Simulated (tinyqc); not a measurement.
Mobility of a non-polar semiconductor in the relaxation-time approximation: one step, computed by the program tinyqc. Command: `OMP_NUM_THREADS=1 python tinyqc.py 3013234 3013235 out.jsonl rta walk`. One thread of a shared host (Intel(R) Xeon(R) Processor @ 2.30GHz), about 0.01 s of CPU time with the checks.

Each valley is treated as a sphere of mass m_d for states and rates, with one isotropic relaxation time; the conductivity mass m_c sets the current.

Task: Fermi level and screening. Parabolic band: E = hbar^2 k^2/(2 m), speed v = hbar k/m, states per spin, volume and energy g(E) = m k/(2 pi^2 hbar^2). Here m = m_d. Masses are multiplied by m_0 and all formulas are in SI units. The reduced Fermi level eta = E_F/(k_B T) solves n = 2 Z int g f dE with f = 1/(1 + exp(x - eta)) (Z = 1 unless valleys are given); screening length L_s = sqrt(eps_s eps_0 k_B T/(e^2 dn/deta)), dn/deta = 2 Z int g f (1 - f) dE. Integrals over x = E/(k_B T) use 160 Gauss-Legendre points in u = sqrt(x) from 0 to sqrt(max(eta, 0) + 32).

Inputs (values chosen for the exercise, modelled on holes in germanium):
```
quantity                     value    unit
equivalent valleys Z             1       -
static permittivity eps_s       16       -
carrier density n          1.1e+18  1/cm^3
temperature T                  300       K
```

Band: parabolic. Impurity formula: Conwell-Weisskopf. Further scattering: none.

density-of-states mass m_d = 0.294 m_0

Constants: k_B = 8.617333262e-05 eV/K; m_0 = 9.1093837015e-31 kg; e = 1.602176634e-19 C; hbar = 1.054571817e-34 J s; eps_0 = 8.8541878128e-12 F/m; k_B = 1.380649e-23 J/K.

Give: reduced Fermi level eta; screening length L_s.

Result:

reduced Fermi level eta = -1.194

screening length L_s = 4.773 nm

The gas is between the classical and degenerate limits.
